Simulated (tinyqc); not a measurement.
# p-i-n power rectifier, conductivity modulation at high injection: forward voltage and stored charge against the temperature

A drift layer from x = -d to d (2 d = W) between ideal p+ and n+ emitters (no recombination in them). High injection, n = p, ambipolar diffusion with one lifetime; both mobilities scale as (T/300 K)^(-bt).

Nc and Nv are given at 300 K and scale as (T/300 K)^1.5; tau is held fixed. Triangular field at breakdown with Ec = Kc N^(1/8): BV = eps0 eps_r Ec^2/(2 q N), so N = (eps0 eps_r Kc^2/(2 q BV))^(4/3); W = 2 BV/Ec; mu = mud (T/300 K)^(-bt); rho = 1/(q mu N); ideal resistance rho W. Da = 2 mun mup Vt/(mun + mup), La = sqrt(Da tau), B = (mun - mup)/(mun + mup) with mun = mud (T/300 K)^(-bt), mup likewise; n(x) = (tau J/(2 q La)) [cosh(x/La)/sinh(d/La) - B sinh(x/La)/cosh(d/La)]. Ohmic drop: integral of J/(q (mun + mup) n); diffusion (Dember) drop Vt B ln(n(-d)/n(d)); both junctions together Vt ln(n(-d) n(d)/ni^2), ni = sqrt(Nc Nv) exp(-Eg/(2 Vt)), Eg in volts; V_F = the sum; stored charge q times the integral of n. Integrals on a fine grid. Peak reverse current if all stored charge left in a linear ramp without recombination (an upper bound): sqrt(2 a Q). Rows where n falls below the doping are left out.

Values chosen for this exercise; bulk values close to those of 4H silicon carbide:

| symbol | value | unit | meaning |
|---|---|---|---|
| eps_r | 10.1 |  | relative permittivity |
| Kc | 23200 | V/cm per (cm^-3)^(1/8) | critical-field constant |
| BV | 13000 | V | rated breakdown voltage of the drift layer |
| mud | 794 | cm^2/(V s) | drift mobility at 300 K |
| bt | 2.1 |  | temperature exponent of the drift mobility |
| mup | 106 | cm^2/(V s) | hole mobility at 300 K |
| Eg | 3.37 | eV | band gap |
| Nc | 1.7e19 | cm^-3 | conduction-band density of states at the reference temperature |
| Nv | 2.5e19 | cm^-3 | valence-band density of states at the reference temperature |
| J | 20 | A/cm^2 | forward current density |
| a | 670 | A/(cm^2 us) | ramp rate of the current at turn-off |
| tau | 2.9e-6 | s | high-level lifetime |

Constants: q = 1.602176634e-19 C, kB = 1.380649e-23 J/K, Vt = kB T/q, eps0 = 8.8541878128e-14 F/cm where lengths are in cm. Results are converted to the units shown.

The same in every row: sqrt(2 a Q) (A/cm^2) = 278.8.

Forward voltage and stored charge against the temperature:
```
T (K)   d/La  drift drop, ohmic and diffusion (V)  junction drops (V)  V_F (V)  Q (uC/cm^2)  lowest n over N  J rho W (V)
250    1.940                               0.1332               3.104    3.237        58.00            15.50        3.059
290    2.105                               0.1871               3.052    3.239        58.00            13.99        4.178
330    2.260                               0.2536               3.000    3.253        58.00            12.68        5.480
370    2.406                               0.3343               2.947    3.281        58.00            11.55        6.968
410    2.546                               0.4311               2.893    3.324        58.00            10.55        8.644
450    2.680                               0.5459               2.839    3.385        58.00            9.660        10.51
490    2.808                               0.6809               2.784    3.465        58.00            8.868        12.57
```

V_F rises from 3.24 to 3.47 V; the drift drop rises from 0.133 to 0.681 V and the junction drops fall from 3.10 to 2.78 V.

Computed by the program tinyqc: `OMP_NUM_THREADS=1 python tinyqc.py 2230152 2230153 out.jsonl`, one thread of a shared Intel Xeon 2.30GHz, about 0.01 s for the whole run.
